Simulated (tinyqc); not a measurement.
Changing the volume V0 of phase 2: pressure-driven transition between two phases with analytic equations of state. Computed by tinyqc, a small Python program. Command: `OMP_NUM_THREADS=1 python tinyqc.py 3030602 3030603 out.jsonl transition sweep`. One thread of a shared host (Intel(R) Xeon(R) Processor @ 2.30GHz), about 0.02 s of CPU time with the checks.

Each phase obeys E = E0 + (9 B0 V0/h^2) {1 + [h (1 - x) - 1] exp(h (1 - x))}, P = 3 B0 (1 - x) x^-2 exp(h (1 - x)), x = (V/V0)^(1/3), h = (3/2)(B' - 1); E0 = 0 for phase 1 and Delta E0 for phase 2. H = E + P V.

Inputs (values chosen for the exercise, for two model phases): volume V0 of phase 1 = 17.5 angstrom^3/atom; B0 of phase 1 = 27.7 GPa; B' of phase 1 = 3.72; B0 of phase 2 = 34.6 GPa; B' of phase 2 = 4.02; energy of phase 2 above phase 1, Delta E0 = 0.008 eV/atom.

Equation of state: Vinet.

Constants: 1 eV/angstrom^3 = 160.2176634 GPa.

Method. If neither phase were compressed, P = Delta E0/(V0 of phase 1 - V0 of phase 2). Start from P = Delta E0/(V0 of phase 1 - V0 of phase 2); at each P solve P(V) = P for both phases and step P(new) = P - (H_2 - H_1)/(V_2 - V_1); stop when |H_2 - H_1| < 1e-10 eV. At the zero-temperature transition the volume change is V_2/V_1 - 1 and the work is P (V_1 - V_2).

One run for each value:
```
volume V0 of phase 2 (angstrom^3/atom)  transition pressure (GPa)  rigid estimate (GPa)  volume change (%)
12.2                                                       0.2434                0.2418        -3.0166e+01
12.8                                                       0.2748                0.2727        -2.6716e+01
13.4                                                       0.3155                0.3126        -2.3260e+01
14.0                                                       0.3706                0.3662        -1.9794e+01
14.6                                                       0.4490                0.4420        -1.6313e+01
15.2                                                       0.5703                0.5573        -1.2805e+01
15.8                                                       0.7838                0.7540        -9.2409e+00
16.4                                                       1.2703                1.1652        -5.5217e+00
17.0                                                       5.9768                2.5635        -9.4487e-02
```

Over the rows, transition pressure (GPa) rises from 0.243 to 5.98 (exponent d ln y / d ln x 2.5 between the first rows and 43 between the last); rigid estimate (GPa) rises from 0.242 to 2.56 (exponent d ln y / d ln x 2.5 between the first rows and 22 between the last); volume change (%) rises from -30.2 to -0.0945 (exponent d ln y / d ln x -2.5 between the first rows and -110 between the last). The smaller the volume gain, the more pressure is needed to pay Delta E0.
